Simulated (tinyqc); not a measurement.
## Poole-Frenkel parameters from three currents

Problem. Poole-Frenkel conduction in an insulator follows J = s0 F exp[-(pt - sqrt(q F/(pi eps0 ei)))/Vt], Vt = kB T/q, F in V/cm. Find ei, pt and s0.

Constants: q = 1.602176634e-19 C, kB = 1.380649e-23 J/K, eps0 = 8.8541878128e-14 F/cm where lengths are in cm. Results are converted to the units shown.

J at (0.8 MV/cm, 325 K), (3.19 MV/cm, 325 K) and (3.19 MV/cm, 375 K) (A/cm^2): [0.0021719451, 1899.2344, 5678.8867]

Solution. The two fields give the lowering coefficient and so ei; the two temperatures give the lowered barrier, to which the lowering is added back.

ei = 3.860
pt = 0.9200 eV
s0 = 2.200 S/cm

Program tinyqc, `OMP_NUM_THREADS=1 python tinyqc.py 2370021 2370022 out.jsonl`; Intel Xeon 2.30GHz, shared host, one thread, about 0.01 s.
